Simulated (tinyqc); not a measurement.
Equilibrium and kinetic segregation of a solute to boundaries and growing surfaces: one step, computed by the program tinyqc. Command: `OMP_NUM_THREADS=1 python tinyqc.py 3019061 3019062 out.jsonl segreg walk`. One thread of a shared host (Intel(R) Xeon(R) Processor @ 2.30GHz), about 0.01 s of CPU time with the checks.

Question. Boundary energy. Gibbs adsorption for this isotherm in a dilute matrix: gamma = gamma_0 + Gam_0 [k_B T ln(1 - theta) + z w theta^2/2], Gam_0 = delta/Omega sites per area.

Inputs (values chosen for the exercise, for a model alloy): interaction z w (positive attracts) = -0.11 eV; temperature T = 1300 K; boundary thickness delta = 0.63 nm; atomic volume Omega = 18.7 angstrom^3; clean boundary energy gamma_0 = 0.52 J/m^2.

Isotherm: Fowler-Guggenheim.

coverage theta = 0.1432774

Constants: 1 eV/angstrom^2 = 16.02176634 J/m^2; k_B = 8.617333262e-05 eV/K.

Give: Gam_0; boundary energy gamma.

Answer.

Gam_0 = 33.69 1/nm^2

boundary energy gamma = 0.4204 J/m^2

Segregation lowers gamma by 19 %, and the driving force of grain growth with it.
